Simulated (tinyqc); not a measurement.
Inside a calculation. Model: threshold of a short bulk MOSFET: charge sharing, barrier lowering, narrow width.

Computed by the program tinyqc: `OMP_NUM_THREADS=1 python tinyqc.py 2002115 2002116 out.jsonl`, one thread of a shared Intel Xeon 2.30GHz, about 0.01 s for the whole run. Printed values are rounded.

n-channel device on a p-type body, depletion approximation, full ionisation. Uniform doping N = Na. Vbi from Boltzmann statistics is rough for the degenerate source. Cox = eps0 eox/tox.

Values chosen for this exercise; band and dielectric values close to those of silicon: temperature T = 300 K; band gap Eg = 1.11 eV; relative permittivity eps_r = 11.7; conduction-band density of states at T Nc = 2.76e19 cm^-3; valence-band density of states at T Nv = 2.65e19 cm^-3; relative permittivity of the gate insulator (close to hafnium oxide) eox = 22.2; insulator thickness tox = 18 nm; channel doping Na = 1.1e17 cm^-3; source and drain doping Nsd = 1e20 cm^-3; flat-band voltage for the doping Na Vfb = -0.94 V; junction depth xj = 23 nm; body-source voltage Vbs = 0 V; drain-source voltage Vds = 0.05 V; gate width W = 390 nm; shape factor of the fringing depletion at the width edges xw = 1.5708; channel length L = 220 nm.

Constants: q = 1.602176634e-19 C, kB = 1.380649e-23 J/K, Vt = kB T/q, eps0 = 8.8541878128e-14 F/cm where lengths are in cm. Results are converted to the units shown.

## Long-channel threshold and scales

ni = sqrt(Nc Nv) exp(-Eg/(2 Vt)), Eg in volts; 2 pB = 2 Vt ln(N/ni); flat band Vfb - Vt ln(N/Na); Wd = sqrt(2 eps0 eps_r (2 pB - Vbs)/(q N)); body term q N Wd/Cox; long-channel VT0 = flat band + 2 pB + body term; Vbi = Vt ln(N Nsd/ni^2); scale length l = sqrt((eps_r/eox) tox Wd).

N = 1.1e17 cm^-3
2 pB = 0.825382 V
flat band = -0.94 V
Wd = 98.5050 nm
body term = 0.158976 V
VT0 = 0.0443584 V
Vbi = 1.00150 V
l = 30.5690 nm

## Short-channel and narrow-width shifts

Charge sharing (trapezoid; it ignores Vds): F = (xj/L)(sqrt(1 + 2 Wd/xj) - 1), lowering = body term times F. Barrier lowering: th = exp(-L/(2 l)) + 2 exp(-L/l), lowering = th [2 (Vbi - 2 pB) + Vds], DIBL = th. Narrow width: rise = body term times xw Wd/W. VT by each model = VT0 - lowering + rise.

F = 0.218797
lowering by charge sharing = 34.7835 mV
th = 0.0288651
lowering of the barrier = 11.6104 mV
DIBL = 28.8651 mV/V
narrow-width rise = 63.0735 mV
VT, charge sharing = 0.0726483 V
VT, barrier lowering = 0.0958214 V

L is 7.20 scale lengths. The charge-sharing lowering is 3.00 times the barrier lowering; the first falls off as 1/L and the second exponentially. Both describe the same loss of gate control, so they are alternatives and are not added.
